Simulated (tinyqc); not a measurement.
Changing the Ge fraction x: composition and strain of an epitaxial Si(1-x)Ge(x) layer from Raman and X-ray peaks. Computed by tinyqc, a small Python program. Command: `OMP_NUM_THREADS=1 python tinyqc.py 3004035 3004036 out.jsonl epiraman sweep`. One thread of a shared host (Intel(R) Xeon(R) Processor @ 2.30GHz), about 0.01 s of CPU time with the checks.

A (001) layer, biaxially strained in the plane. The Raman peaks follow empirical lines omega = w0 + c1 x + c3 x^3 + b eps (c3 for Si-Ge alone), with eps the in-plane strain.

Inputs (values chosen for the exercise, modelled on silicon-germanium):
```
quantity                        value      unit
degree of relaxation R           0.53         -
lattice constant of Si          5.431  angstrom
lattice constant of Ge          5.658  angstrom
bowing B                        0.024  angstrom
2 C12/C11 of Si                 0.767         -
2 C12/C11 of Ge                 0.757         -
Si-Si: w0                       521.2      1/cm
Si-Si: c1                         -67      1/cm
Si-Si: strain coefficient b      -781      1/cm
Si-Ge: w0                       400.2      1/cm
Si-Ge: c1                        24.5      1/cm
Si-Ge: c3                       -33.1      1/cm
Si-Ge: strain coefficient b      -584      1/cm
Ge-Ge: w0                       280.2      1/cm
Ge-Ge: c1                        19.7      1/cm
Ge-Ge: strain coefficient b      -433      1/cm
X-ray wavelength             1.540598  angstrom
```

Substrate: silicon.

Method:
- Relaxed lattice constant a(x) = a_Si + (a_Ge - a_Si) x - B x (1 - x).
- In-plane constant a_par = a_sub + R (a(x) - a_sub); eps = a_par/a(x) - 1; eps_perp = -(2 C12/C11) eps with 2 C12/C11 linear in x; a_perp = a(x) (1 + eps_perp).
- Insert x and eps in the three lines; the strain part is b eps.
- Bragg angle theta = arcsin(2 lambda/a) for (004), for the substrate with a_sub and the layer with a_perp; separation in arc seconds.

One run for each value; columns: (1) Ge fraction x; (2) Si-Si peak (1/cm); (3) Si-Ge peak (1/cm); (4) Ge-Ge peak (1/cm); (5) in-plane strain eps (per mille); (6) separation, layer less substrate (arcsec):
```
(1)      (2)     (3)     (4)      (5)      (6)
0.08  516.94  402.97  282.39   -1.414   -580.5
0.18  511.65  406.29  285.13   -3.207  -1312.4
0.29  505.84  409.54  288.17   -5.211  -2125.3
0.40  500.06  412.11  291.22   -7.246  -2945.7
0.50  494.82  413.64  294.00   -9.123  -3697.5
0.60  489.61  414.19  296.79  -11.024  -4454.6
0.71  483.89  413.42  299.88  -13.142  -5293.1
0.82  478.20  410.97  302.97  -15.288  -6136.9
0.92  473.04  407.05  305.80  -17.262  -6908.3
```

Over the rows, Si-Si peak (1/cm) falls from 517 to 473 (exponent d ln y / d ln x -0.013 between the first rows and -0.094 between the last); Si-Ge peak (1/cm) goes from 403 through a maximum among these rows, 414 at 0.600, to 407; Ge-Ge peak (1/cm) rises from 282 to 306 (exponent d ln y / d ln x 0.012 between the first rows and 0.081 between the last). Composition and strain both change with x. The Si-Si peak moves by -52.3 per cm per unit x on average, against c1 = -67 without strain: eps moves towards compression as x grows, which offsets part of the fall, in proportion to 1 - R.

Caution (rows 0.0800, 0.180, 0.820, 0.920): near either end one of the like-atom peaks is weak, since its intensity follows the number of such bonds.

Extremes, crossings and ranges named in words are read from the listed rows.
